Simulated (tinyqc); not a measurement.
Binary melting diagram from solution models of liquid and solid. Crossing the lens. Computed by tinyqc, a small Python program. Command: `OMP_NUM_THREADS=1 python tinyqc.py 3005602 3005603 out.jsonl melt sweep`. One thread of a shared host (Intel(R) Xeon(R) Processor @ 2.30GHz), about 0.01 s of CPU time with the checks.

x is the fraction of B. In a phase with interaction L: mu_A = G_A + R T ln(1 - x) + L x^2, mu_B = G_B + R T ln x + L (1 - x)^2. Melting: G(liquid) - G(solid) = H (1 - T/T_m) for each pure component.

Inputs (values chosen for the exercise, modelled on Si-Ge): melting point T_A = 1687 K; melting point T_B = 1211 K; heat of melting H_A = 49.8 kJ/mol; heat of melting H_B = 36.9 kJ/mol; liquid interaction L_L = 7.4 kJ/mol; solid interaction L_S = 4 kJ/mol.

Diagram: complete solid solution (lens).

Constants: R = 8.314462618 J/(mol K).

Method. T = T_A + u (T_B - T_A). The ideal solution has k_A = exp(dG_A/(R T)) = (1 - xs)/(1 - xl) and k_B = exp(dG_B/(R T)) = xs/xl, so xl = (1 - k_A)/(k_B - k_A). Equal potentials: F_A = dG_A + R T ln[(1 - xl)/(1 - xs)] + L_L xl^2 - L_S xs^2 = 0, F_B = dG_B + R T ln(xl/xs) + L_L (1 - xl)^2 - L_S (1 - xs)^2 = 0. Newton steps from the ideal values with the exact Jacobian, halved if x would leave (0, 1); stop below 1e-12, residuals under 1e-7 shown as 0.

One run for each value:
```
position of T, (T - T_A)/(T_B - T_A)    T (K)  liquidus xl  solidus xs  ideal liquidus xl
0.06                                  1658.44      0.10960     0.04797            0.09124
0.17                                  1606.08      0.30450     0.12875            0.24798
0.28                                  1553.72      0.47942     0.20517            0.39105
0.39                                  1501.36      0.62337     0.28309            0.52050
0.50                                  1449.00      0.73547     0.36837            0.63644
0.61                                  1396.64      0.82130     0.46696            0.73904
0.72                                  1344.28      0.88736     0.58504            0.82856
0.83                                  1291.92      0.93907     0.72804            0.90534
0.94                                  1239.56      0.98054     0.89774            0.96982
```

Over the rows, T (K) falls from 1660 to 1240 (exponent d ln y / d ln x -0.031 between the first rows and -0.33 between the last); liquidus xl rises from 0.110 to 0.981 (exponent d ln y / d ln x 0.98 between the first rows and 0.35 between the last); solidus xs rises from 0.0480 to 0.898 (exponent d ln y / d ln x 0.95 between the first rows and 1.7 between the last).
